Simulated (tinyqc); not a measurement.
# Surface potential of a MOS transistor: implicit equation and explicit approximations: two studies

p-type body, charge-sheet picture, depletion and inversion only, full ionisation (an idealisation for deep acceptors), Boltzmann statistics (rough once Na exp(x - xn) passes about Nc/7). In units of Vt: xg = (Vg - Vfb)/Vt, x = psi/Vt, G = gamma/sqrt(Vt), xn = (2 phiF + Vc)/Vt. The implicit equation is (xg - x)^2 = G^2 [x - 1 + exp(x - xn)] for x above about 3. Cox = eps0 eox/tox.

Inputs (values chosen for the exercise); band and dielectric values close to those of silicon: temperature T = 300 K; band gap Eg = 1.11 eV; relative permittivity eps_r = 11.5; conduction-band density of states at T Nc = 2.86e19 cm^-3; valence-band density of states at T Nv = 2.64e19 cm^-3; relative permittivity of the gate insulator (close to zirconium oxide) eox = 24.8; insulator thickness tox = 24 nm; acceptor density Na = 2.2e17 cm^-3; flat-band voltage Vfb = -0.76 V; channel-body voltage Vc = 0.5 V; gate-body voltage Vg = 1.29 V.

Constants: q = 1.602176634e-19 C, kB = 1.380649e-23 J/K, Vt = kB T/q, eps0 = 8.8541878128e-14 F/cm where lengths are in cm. Results are converted to the units shown.

Each table varies one quantity; the others keep the values above.

## Accuracy of the approximations against gate voltage

ni = sqrt(Nc Nv) exp(-Eg/(2 Vt)), Eg in volts; phiF = Vt ln(Na/ni); gamma = sqrt(2 q eps0 eps_r Na)/Cox; VT = Vfb + Vt (xn + G sqrt(xn - 1)). Depletion value a = 1 + [sqrt(G^2/4 + xg - 1) - G/2]^2; inversion value b = xn + ln[(xg - xn)^2/G^2 - xn + 1] and first guess y = min(a, b) - ln(1 + exp(-|a - b|)) if a > xn + 1, else b = y = a; one second-order correction with D = exp(y - xn), p = 2 (xg - y) + G^2 (1 + D), w = (xg - y)^2 - G^2 (y - 1 + D): z = y + 2 w/(p + sqrt(p^2 - 2 (2 - G^2 D) w)), or the Newton step z = y + w/p where the root is not real. N_inv = (Cox Vt G/q) [sqrt(x - 1 + exp(x - xn)) - sqrt(x - 1)] at the root. Lambert form (Cox m Vt/q) W0[(G/(2 m sqrt(xn - 1))) exp((Vg - VT)/(m Vt))], m = 1 + G/(2 sqrt(xn - 1)). Errors under 1e-4 mV, and the linear form below VT, are printed as 0.

Result of one run:
```
Vg (V)	psi (V)	x - xn	error of y (mV)	error of z (mV)	N_inv (cm^-2)	Cox (Vg - VT)/q (cm^-2)	Lambert form (cm^-2)
2.14	1.533	6.666	6.71	-0.0917	5.755e12	6.860e12	5.903e12
```

What becomes of these results when the gate-body voltage Vg is changed from 2.14 to 0.54 V, all else the same?

Result of the changed run:
```
Vg (V)	psi (V)	x - xn	error of y (mV)	error of z (mV)	N_inv (cm^-2)	Cox (Vg - VT)/q (cm^-2)	Lambert form (cm^-2)
0.54	1.010	-13.57	0	0	2.783e4	0	2.128e4
```

The whole series:
```
Vg (V)	psi (V)	x - xn	error of y (mV)	error of z (mV)	N_inv (cm^-2)	Cox (Vg - VT)/q (cm^-2)	Lambert form (cm^-2)
0.54	1.010	-13.57	0	0	2.783e4	0	2.128e4
0.74	1.185	-6.794	3.47e-3	0	2.250e7	0	2.041e7
0.94	1.359	-0.06027	2.73	-5.21e-4	1.755e10	7.521e9	1.761e10
1.14	1.452	3.560	19.2	-4.60	5.585e11	1.150e12	5.788e11
1.34	1.483	4.747	13.6	-1.04	1.504e12	2.292e12	1.556e12
1.54	1.501	5.442	10.5	-0.408	2.531e12	3.434e12	2.612e12
1.74	1.514	5.943	8.74	-0.218	3.590e12	4.576e12	3.697e12
1.94	1.524	6.338	7.56	-0.135	4.667e12	5.718e12	4.796e12
2.14	1.533	6.666	6.71	-0.0917	5.755e12	6.860e12	5.903e12
```

psi rises from 1.01 to 1.53 V and ends 6.7 Vt above 2 phiF + Vc. Among the rows the first guess is off by at most 19 mV (at Vg = 1.14 V) and the corrected value by at most 4.6 mV. In the last row the linear form is 19 % above N_inv and the Lambert form 2.6 % above it; in the first row the Lambert form is 24 % below it. For Vg = 1.14, 1.34, 1.54, 1.74, 1.94, 2.14 the electron quasi-Fermi level lies less than 2 Vt below the band edge at the surface, or above it, where degeneracy and confinement, left out, matter.

## Effect of the channel-body voltage at fixed gate voltage

Same model as above.

Effect of the channel-body voltage at fixed gate voltage:
```
Vc (V)	psi (V)	x - xn	error of y (mV)	error of z (mV)	N_inv (cm^-2)	Cox (Vg - VT)/q (cm^-2)	Lambert form (cm^-2)
0	1.018	6.092	8.15	-0.173	4.228e12	5.266e12	4.372e12
0.2	1.206	5.620	9.71	-0.311	3.005e12	3.950e12	3.108e12
0.4	1.389	4.973	12.4	-0.740	1.823e12	2.651e12	1.887e12
0.6	1.561	3.883	18.3	-3.78	7.219e11	1.364e12	7.472e11
0.8	1.670	0.3794	3.85	-2.06e-3	2.449e10	8.692e10	2.468e10
1	1.674	-7.208	1.96e-3	0	1.247e7	0	1.160e7
1.2	1.674	-14.94	0	0	5445	0	4555
1.4	1.674	-22.68	0	0	2.378	0	1.751
```

As Vc goes from 0 to 1.4, psi rises from 1.02 to 1.67 V, x - xn falls from 6.09 to -22.7 and N_inv falls from 4.23e12 to 2.38 cm^-2. The Lambert form lies between 0.737 and 1.04 times N_inv. psi follows Vc only while the surface is inverted; once x falls below xn it settles at the depletion value. For Vc = 0, 0.2, 0.4, 0.6 the electron quasi-Fermi level lies less than 2 Vt below the band edge at the surface, or above it, where degeneracy and confinement, left out, matter.

Program tinyqc, `OMP_NUM_THREADS=1 python tinyqc.py 2122079 2122080 out.jsonl`; Intel Xeon 2.30GHz, shared host, one thread, about 0.01 s.
